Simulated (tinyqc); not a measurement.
Thin film between two gates, subbands and threshold shift from confinement: one step of the calculation.

Undoped body with a flat potential across it, hard walls, transport along x. One isotropic valley (g = 1, mx = my = mz = me). Non-parabolicity enters the subband edges through E (1 + al E) = gamma, so E = 2 gamma/(1 + sqrt(1 + 4 al gamma)); motion within a subband is taken as parabolic with the band-edge mass. Energies are counted from the bulk band edge.

Task. Threshold shift. Each subband has N_k = g sqrt(mx my) m0 kB T/(pi hbar^2); without degeneracy n = exp(EF/Vt) sum N_k exp(-E_k/Vt). Classical value Nc times t, Nc = sum over valleys of 2 g (m m0 kB T/(2 pi hbar^2))^1.5 with m = (mx my mz)^(1/3). Threshold shift dVT = Vt ln(classical value/sum N_k exp(-E_k/Vt)). Use the subbands listed.

Inputs (values chosen for the exercise); masses close to those of InAs: temperature T = 300 K; mass at the band edge me = 0.023 m0; film thickness (along z) t = 4.9 nm.

Constants: q = 1.602176634e-19 C, kB = 1.380649e-23 J/K, hbar = 1.054571817e-34 J s, m0 = 9.1093837015e-31 kg, Vt = kB T/q. Results are converted to the units shown.

| subband | E_k (eV) | N_k (cm^-2) |
|---|---|---|
| 1 | 0.32404891 | 2.4838146e11 |
| 2 | 0.77453990 | 2.4838146e11 |
| 3 | 1.2348761 | 2.4838146e11 |

Find: shares; sum N_k exp(-E_k/Vt); Nc; classical value; dVT.

Result.

shares, subband 1 to 3 (%): [100.0, 0.0, 0.0]
sum N_k exp(-E_k/Vt) = 8.940e5 cm^-2
Nc = 8.753e16 cm^-3
classical value = 4.289e10 cm^-2
dVT = 278.6 mV

Range of the model: Non-parabolicity also makes carriers heavier within each subband, which is left out, so densities of states are understated at high energy.

Program tinyqc, `OMP_NUM_THREADS=1 python tinyqc.py 2350077 2350078 out.jsonl`; Intel Xeon 2.30GHz, shared host, one thread, about 0.03 s.
